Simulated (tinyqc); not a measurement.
Inside a calculation: valley splitting in a one-orbital chain of atomic planes (second-neighbour model). Values are carried at full precision from step to step, so a last printed digit may differ when a step is redone from the rounded ones.

Each (001) plane carries one orbital with energy e0, hopping v to the next plane and u to the second: E(phi) = e0 + 2 v cos(phi) + 2 u cos(2 phi), where phi = pi - k a/4 (the sign of every second orbital is chosen so that v > 0, which shifts the phase by pi). The minimum lies at cos(phi0) = -v/(4u), phi0 = pi - (pi/2) k0 for a valley at k0 (2 pi/a), and e0 puts it at zero. A slab of N planes has hard walls: the matrix simply ends.

Constants: hbar^2/2m0 = 3.80998211 eV angstrom^2.

Parameters, chosen for this exercise (near those of the Delta valleys of silicon; abrupt walls in this chain split the valleys several times more than measured wells; shifted at random, so the results belong to these values and not to a real crystal):
- a = 5.426 angstrom (lattice constant; planes lie a/4 apart)
- k0 = 0.806 2 pi/a (position of the valley)
- ml = 0.871 m0 (longitudinal mass)
- N = 10 (planes in the small slab)

## Hoppings from the valley position and mass

The curvature at the minimum is d2E/dphi2 = 8 u sin^2(phi0) = (2c/ml)/(a/4)^2 with c = hbar^2/2m0; v = -4 u cos(phi0); e0 = 2u + v^2/(4u).

phi0 = 1.87553 rad
u = 0.65309 eV
v = 0.78382 eV
e0 = 1.54136 eV

## The bulk band

E at phi = j pi/10.

Band:
```
phi/pi  E (eV)
0.0     4.4152
0.1     4.0890
0.2     3.2132
0.3     2.0592
0.4     0.9691
0.5     0.2352
0.6     0.0002
0.7     0.2163
0.8     0.6768
0.9     1.1072
1.0     1.2799
```

## Hamiltonian of the slab

e0 on the diagonal, v and u on the first and second off-diagonals.

H (eV):
```
         1       2       3       4       5       6       7       8       9      10
1   1.5414  0.7838  0.6531       0       0       0       0       0       0       0
2   0.7838  1.5414  0.7838  0.6531       0       0       0       0       0       0
3   0.6531  0.7838  1.5414  0.7838  0.6531       0       0       0       0       0
4        0  0.6531  0.7838  1.5414  0.7838  0.6531       0       0       0       0
5        0       0  0.6531  0.7838  1.5414  0.7838  0.6531       0       0       0
6        0       0       0  0.6531  0.7838  1.5414  0.7838  0.6531       0       0
7        0       0       0       0  0.6531  0.7838  1.5414  0.7838  0.6531       0
8        0       0       0       0       0  0.6531  0.7838  1.5414  0.7838  0.6531
9        0       0       0       0       0       0  0.6531  0.7838  1.5414  0.7838
10       0       0       0       0       0       0       0  0.6531  0.7838  1.5414
```

## Levels and the valley doublet

Diagonalise H. The two lowest levels are the doublet made from the valleys at +k0 and -k0; give their splitting, the weights of the lowest state, and its parity under reversal of the planes.

levels (eV): 0.1434  0.1759  0.5065  0.6677  0.9558  1.1473  1.6026  2.5557  3.4906  4.1681

splitting = 32.57 meV

weights on the planes: 0.041  0.103  0.002  0.253  0.100  0.100  0.253  0.002  0.103  0.041

parity of the lowest state: even

The mean of the doublet lies 0.1597 eV above the bulk minimum, and level 3 lies 0.3469 eV above that mean; the weights oscillate from plane to plane because the two valleys interfere.

## Checks

- Mean of the doublet for 400 planes against the effective-mass level with W = 402 a/4 (meV): both 0.1452.

Computed by tinyqc, a small Python program: `OMP_NUM_THREADS=1 python tinyqc.py 1482473 1482474 out.jsonl` (the numbers bound the seed that draws the inputs); one thread of a shared host (Intel(R) Xeon(R) Processor @ 2.30GHz), about 0.01 s for the whole set of steps.
